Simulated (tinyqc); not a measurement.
# Monte Carlo simulation of one carrier in a uniform electric field, step by step

A worked calculation. Computed by tinyqc, a small Python program that keeps every step. Command: `OMP_NUM_THREADS=1 python tinyqc.py 3022162 3022163 out.jsonl mcfl walk`. One thread of a shared host (Intel(R) Xeon(R) Processor @ 2.30GHz), about 3 s of CPU time with the checks. Intermediate numbers are printed to about 6 digits and carried at full precision; extremes and crossings named in words are read from the listed rows.

The force e F acts along +z. Flights end at the constant total rate Gamma; the part of Gamma that the real rates do not fill is self-scattering, which leaves k unchanged. One valley, no impurities and no intervalley scattering.

Inputs (values chosen for the exercise, modelled on GaSb): effective mass m = 0.0413 m_0; static permittivity eps_s = 15.7; high-frequency permittivity eps_inf = 14.4; density rho = 5610 kg/m^3; sound velocity v_l = 4140 m/s; acoustic deformation potential D_A = 7.9 eV; optical phonon energy hbar w = 30.1 meV; lattice temperature T = 300 K; electric field F = 0.086 kV/cm; energy E_max up to which Gamma must cover the rates = 0.6 eV; seed of the random numbers = 51199.

Crystal: polar. Band: parabolic.

starting wave vector (1/nm): [0.14, -0.12, -0.0079]

Constants: k_B = 1.380649e-23 J/K; e = 1.602176634e-19 C; hbar = 1.054571817e-34 J s; m_0 = 9.1093837015e-31 kg; hbar = 6.582119569e-16 eV s; eps_0 = 8.8541878128e-12 F/m; k_B = 8.617333262e-05 eV/K.

## Total rate Gamma

Parabolic band: E = hbar^2 k^2/(2 m), speed v = hbar k/m, states per spin, volume and energy g(E) = m k/(2 pi^2 hbar^2). Masses are multiplied by m_0 and all formulas are in SI units. Phonon occupation N_q = 1/(exp(hbar w/(k_B T)) - 1). Acoustic deformation potential (elastic, equipartition, absorption and emission together): 1/tau = 2 pi k_B T D_A^2 g(E)/(hbar rho v_l^2). Polar optical, unscreened: W = e^2 w (1/eps_inf - 1/eps_s) m (1 + 2 alpha E') ln|(k + k')/(k - k')| / (4 pi eps_0 hbar^2 k), times N_q for absorption (E' = E + hbar w) and N_q + 1 for emission (E' = E - hbar w > 0), with alpha = 0 for a parabolic band; mean cosine of the angle <cos> = (k^2 + k'^2)/(2 k k') - 1/ln|(k + k')/(k - k')|. Gamma is 1.05 times the largest total rate on the grid E = (j + 1/2) E_max/400, j = 0..399.

largest total rate = 3.19203 1e12/s

energy of the largest rate = 95.25 meV

Gamma = 3.35163 1e12/s

## Flight 1

Random numbers (0.02 to 0.98, from up to 60 sets tried for early real events), one row a flight, columns r1, r2, r3, r4:
```
[[0.8792, 0.2246, 0.6113, 0.5764],
 [0.7768, 0.5399, 0.9602, 0.7007],
 [0.7585, 0.5157, 0.6353, 0.9705],
 [0.2894, 0.2649, 0.2354, 0.5684],
 [0.5969, 0.3967, 0.9304, 0.9595],
 [0.3594, 0.7155, 0.9087, 0.2878],
 [0.0434, 0.6201, 0.6645, 0.7057]]
```

Flight: t = -ln(r1)/Gamma; k_z grows by e F t/hbar; E follows from the band; dz = (E_end - E_start)/(e F). Use row 1 of the random numbers.

flight time t = 38.4120 fs

k at the end of the flight (1/nm): [0.140000, -0.120000, -0.007398]

energy at the end = 31.4160 meV

displacement dz = -0.823591 nm

## Scattering event 1

Choice: with cumulative rates in the order acoustic, absorption, emission, the process is the first whose sum exceeds r2 Gamma; if none, self-scattering. Final state: E' = E, E + hbar w or E - hbar w gives k'. Isotropic processes: cos(theta) = 1 - 2 r3 from the z axis, phi = 2 pi r4, k' (sin theta cos phi, sin theta sin phi, cos theta). Polar processes: cos(b) = [1 + xi - (1 + 2 xi)^r3]/xi, xi = 2 k k'/(k - k')^2, b from the old direction n; new direction cos b n + sin b (cos phi e1 + sin phi e2), e1 = (z x n)/|z x n|, e2 = n x e1.

cumulative rates (1e12/s): acoustic 0.13004, absorption 1.03494, emission 1.70620

r2 Gamma = 0.752777 1e12/s

Process chosen: absorption

k after event 1, the start of the next flight (1/nm): [-0.020755, -0.234810, -0.105435]

## Flight 2

Use row 2 of the random numbers.

flight time t = 75.3580 fs

k at the end of the flight (1/nm): [-0.020755, -0.234810, -0.104450]

energy at the end = 61.3253 meV

displacement dz = -22.1676 nm

## Scattering event 2

The formulas are those given above.

cumulative rates (1e12/s): acoustic 0.18168, absorption 1.01516, emission 3.08511

r2 Gamma = 1.80955 1e12/s

Process chosen: emission

k after event 2, the start of the next flight (1/nm): [-0.023305, 0.173747, -0.055830]

## All printed flights

Drift estimate: sum dz / sum t.

Flights:
```
flight   t (fs)  E at the end (meV)   dz (nm)          process  k_x (1/nm)  k_y (1/nm)  k_z (1/nm)
1        38.412             31.4160   -0.8236       absorption   -0.020755   -0.234810   -0.105435
2        75.358             61.3253  -22.1676         emission   -0.023305    0.173747   -0.055830
3        82.471             31.1154  -12.7819  self-scattering   -0.023305    0.173747   -0.054753
4       369.952             30.6487  -54.2727       absorption    0.060313    0.226491   -0.104476
5       153.956             60.3646  -44.6531         emission   -0.168820   -0.065426    0.005099
6       305.319             30.3168    6.0710  self-scattering   -0.168820   -0.065426    0.009088
7       936.050             30.6599   39.8910  self-scattering   -0.168820   -0.065426    0.021318
```

drift estimate from these flights = -45238.8 m/s

3 of the 7 flights end in self-scattering. So few flights say little about the drift velocity: the estimate is noise at this length.

## Low-field mobility from the linear Boltzmann equation

On the grid E_j = (j + 1/2) hbar w/12 up to 20 k_B T + 2 hbar w, solve (sum of rates) l(E) = v(E) + W_abs <cos> l(E + hbar w) + W_em <cos> l(E - hbar w); mu_0 = e sum g v l exp(-E/k_B T)/(3 k_B T sum g exp(-E/k_B T)).

low-field mobility mu_0 = 35582.4 cm^2/(V s)

## Long runs: velocity against field

Each row: 250 carriers from a thermal start, 1600 flights each, the first half discarded, random numbers not printed; the error is the standard error over ten groups; the mean energy is taken at the ends of flights, which sample time evenly. Fields at which more than 0.02 % of the events exceed Gamma are left out.

Monte Carlo results:
```
F (kV/cm)  drift velocity (1e5 m/s)  error (1e5 m/s)  mu_0 F (1e5 m/s)  mean energy (meV)  real events (%)
0.021                        0.0813           0.0180           0.07472               38.5             57.6
0.043                        0.1480           0.0200           0.15300               38.6             57.6
0.086                        0.2970           0.0190           0.30601               39.1             57.8
0.170                        0.5860           0.0140           0.60490               40.2             58.4
0.340                        1.1500           0.0083           1.20980               45.4             61.0
```

At the lowest field the drift velocity is 1.09 +/- 0.24 of the ohmic value mu_0 F, at the highest 0.95 +/- 0.01. The mean energy goes from 38 to 45 meV against the parabolic-band thermal value 3 k_B T/2 = 39 meV: the curve ends near the ohmic line. Only 58 to 61 % of the events are real; the rest is the price of a constant Gamma.

Checks made by the program: energy gained in the printed flights against e F dz (relative difference 9e-10).
